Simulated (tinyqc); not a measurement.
Which roughness does what: X-ray reflectivity of a thin film on silicon: critical angles, Parratt recursion, fringes and roughness. Computed by tinyqc, a small Python program. Command: `OMP_NUM_THREADS=1 python tinyqc.py 3120119 3120120 out.jsonl xrr walk`. One thread of a shared host (Intel(R) Xeon(R) Processor @ 2.30GHz), about 0.01 s of CPU time with the checks.

n = 1 - delta + i beta; the classical electron radius is r_e = 2.8179403e-6 nm. Layer 0 is vacuum, 1 the film, 2 the substrate.

Inputs (values chosen for the exercise, modelled on tungsten on silicon, copper K-alpha radiation): wavelength lambda = 0.15406 nm; film density rho = 19.2 g/cm^3; effective electrons per unit mass, film = 0.403 mol/g; beta/delta, film = 0.079; film thickness d = 35.7 nm; roughness of the surface sigma_1 = 1.2 nm; roughness of the interface sigma_2 = 0.7 nm; substrate density = 2.33 g/cm^3; effective electrons per unit mass, substrate = 0.507 mol/g; beta/delta, substrate = 0.023; grazing angle theta = 2.42 degrees.

Constants: N_A = 6.02214076e+23 1/mol.

Method:
- delta = r_e lambda^2 rho_e/(2 pi), rho_e = density x electrons per mass x N_A; critical angle sqrt(2 delta), q_c = 4 sqrt(pi r_e rho_e).
- k_j = (2 pi/lambda) sqrt(sin^2 theta - 2 delta_j + 2 i beta_j); r_ij = (k_i - k_j)/(k_i + k_j) x exp(-2 k_i k_j sigma^2) (Nevot-Croce); r = (r_01 + r_12 p)/(1 + r_01 r_12 p), p = exp(2 i k_1 d); R = |r|^2.
- Far above the critical angle the period is d theta = lambda/(2 d), or 2 pi/d in q; the envelope runs between (|r_01| - |r_12 p|)^2 and (|r_01| + |r_12 p|)^2; contrast = 2 a b/(a^2 + b^2) with a = |r_01|, b = |r_12 p|; roughness factors on the amplitudes are about exp(-q^2 sigma^2/2).
- R is averaged over one period above each angle (64 points); contrast = (max - min)/(max + min) of R theta^4 over that period. Cases: smooth; only sigma_1; only sigma_2; both.

period in theta = 0.123627 degrees

Constants:
```
layer      rho_e (1/nm^3)        delta         beta  critical angle (degrees)  q_c (1/nm)
film              4659.69  4.96008e-05  3.91847e-06                  0.570666    0.812418
substrate          711.40  7.57263e-06  1.74170e-07                  0.222977    0.317437
```

Mean R and contrast:
```
theta (degrees)    R smooth  contrast  R, sigma_1  contrast, sigma_1  R, sigma_2  contrast, sigma_2     R, both  contrast, both
0.8              2.4246e-02   0.55832  6.8606e-03            0.92373  2.3227e-02            0.46132  5.9359e-03         0.83456
1.2              4.3247e-03   0.77783  8.4767e-04            0.52748  3.6302e-03            0.46725  2.6147e-04         0.86193
1.8              7.9204e-04   0.87234  2.1379e-04            0.03955  6.1262e-04            0.23104  8.2987e-06         0.20445
2.5              2.3065e-04   0.91608  7.0216e-05            0.01028  1.6331e-04            0.05355  1.2926e-07         0.29110
3.5              6.2731e-05   0.94031  2.1259e-05            0.00558  4.2723e-05            0.00270  9.2101e-11         0.40003
```

At 2.5 degrees sigma_1 alone multiplies the mean R by 0.30 and sigma_2 alone by 0.71; the contrast goes from 0.92 (smooth) to 0.01 and 0.05.
